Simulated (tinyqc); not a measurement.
Worked calculation: coupled-perturbed Hartree-Fock on RHF in the 6-31g basis, for H-, spin multiplicity 1. The basis has no diffuse functions, so it cannot describe the extra electron: this is an exercise in the method, not the real anion. The polarisability along this axis is zero because the basis has no function that the field can mix in; the real value is not. Computed by tinyqc, a small Python program that keeps every step (integrals from PySCF). Settings: charge = -1, multiplicity = 1, basis = 6-31g, method = RHF, energy threshold = 1e-10, iteration cap = 61, orthogonalisation = canonical, start = Wolfsberg-Helmholz matrix, DIIS depth = 6. Command: `OMP_NUM_THREADS=1 python tinyqc.py 20376 20377 out.jsonl` (the two numbers bound the seeds that draw the settings). One thread of a shared host (Intel(R) Xeon(R) Processor @ 2.60GHz), about 0.2 s of CPU time with the checks. The early iterations of the SCF are left out here.

## One-electron integrals

Geometry (angstrom):
```
atom         x         y         z
H     0.000000  0.000000  0.000000
```

Basis 6-31g: exponents (1/bohr^2) and contraction coefficients of normalised primitives:
```
element  l (shell)   exponent  coefficient
H            s (1)  18.731137     0.033495
H            s (1)   2.825394     0.234727
H            s (1)   0.640122     0.813757
H            s (2)   0.161278     1.000000
```

Overlap, kinetic and nuclear-attraction integrals over the contracted functions; the nuclear repulsion is the sum of Za Zb / Rab.

nuclear repulsion = 0 hartree

overlap S:
```
          1H 1s     1H 2s
1H 1s  1.000000  0.658292
1H 2s  0.658292  1.000000
```

kinetic energy T (hartree):
```
          1H 1s     1H 2s
1H 1s  1.395678  0.259735
1H 2s  0.259735  0.241917
```

nuclear attraction V (hartree):
```
           1H 1s      1H 2s
1H 1s  -1.653231  -0.742311
1H 2s  -0.742311  -0.640851
```

core Hamiltonian H = T + V (hartree):
```
           1H 1s      1H 2s
1H 1s  -0.257552  -0.482576
1H 2s  -0.482576  -0.398935
```

## Two-electron integrals

Functions are numbered as in S; the eight-fold symmetry (ij|kl) = (ji|kl) = (kl|ij) leaves the list below.

Two-electron integrals (ij|kl) in chemists' order, unique and non-zero (hartree):
```
(11|11) 1.076566   (21|11) 0.578470   (21|21) 0.329423   (22|11) 0.587396
(22|21) 0.361304   (22|22) 0.453150
```

## Orthogonalisation

S = U s U^T; canonical form X = U s^(-1/2), so that X^T S X = 1. Each column of U has its largest component positive (the first on a tie).

eigenvalues of S: 0.341708  1.658292

X:
```
               1         2
1H 1s   1.209644  0.549104
1H 2s  -1.209644  0.549104
```

## Iteration 9 (converged): orbitals

converged F (hartree):
```
           1H 1s      1H 2s
1H 1s   0.609643  -0.123666
1H 2s  -0.123666   0.101393
```

Diagonalise F' = X^T F X, C = X C', fill 1 alpha and 1 beta electrons from the bottom; D = 2 C_occ C_occ^T. Each column has its largest component positive (the first on a tie).

F' = X^T F X (hartree):
```
          1         2
1  1.402321  0.337590
2  0.337590  0.139814
```

orbital energies (hartree): MO1 0.055212, MO2 1.486923

coefficients C:
```
            MO1        MO2
1H 1s  0.238585   1.306840
1H 2s  0.826681  -1.039880
```

D after iteration 9:
```
          1H 1s     1H 2s
1H 1s  0.113846  0.394468
1H 2s  0.394468  1.366804
```

## Convergence

Stop when the energy changes by less than 1e-10 hartree and every element of the error matrix X^T (F D S - S D F) X is below 3e-06.

Course of the cycle:
```
iteration  E (hartree)     change  largest element of the error matrix
1          -0.40337643          -                             2.20e-01
2          -0.42217033  -1.88e-02                             2.61e-02
3          -0.42244191  -2.72e-04                             2.24e-04
4          -0.42244193  -1.63e-08                             9.86e-05
5          -0.42244193  -2.29e-09                             6.32e-05
6          -0.42244193  -7.32e-10                             4.66e-05
7          -0.42244193  -3.24e-10                             3.69e-05
8          -0.42244193  -5.45e-10                             1.02e-07
9          -0.42244193  -4.33e-15                             3.15e-10
```

PySCF RHF in the same basis = -0.42244193 hartree

Converged in 9 iterations.

## Integrals over molecular orbitals

(pq|rs) = sum C_ip C_jq C_kr C_ls (ij|kl), one index at a time.

one-electron integrals over orbitals h = C^T H C (hartree):
```
           1          2
1  -0.477654  -0.138978
2  -0.138978   0.440356
```

Two-electron integrals over orbitals (pq|rs), unique and non-zero (hartree):
```
(11|11) 0.532867   (21|11) 0.138978   (21|21) 0.136050   (22|11) 0.591309
(22|21) 0.243852   (22|22) 0.778941
```

## Response to a field: uncoupled start

dipole integrals <a|z|i> (bohr):
```
          i1
a2  0.000000
```

Field along z; U_ai = -mu_ai / (e_a - e_i), alpha = -4 sum U_ai mu_ai.

uncoupled U:
```
          i1
a2  0.000000
```

uncoupled polarisability = 0.000000 bohr^3

## Coupled step 1

U_ai = -(mu_ai + sum_bj [4 (ai|bj) - (ab|ij) - (aj|bi)] U_bj) / (e_a - e_i); alpha = -4 sum U_ai mu_ai.

U after step 1:
```
          i1
a2  0.000000
```

polarisability = 0.000000 bohr^3

## Coupled polarisability

Repeat until U stops changing; compare with -d2E/dF2.

Course of the coupled iterations:
```
step  alpha (bohr^3)
0           0.000000
1           0.000000
```

coupled polarisability = 0.000000 bohr^3

finite-field check, fields of +/-0.001 au = 0.000000 bohr^3
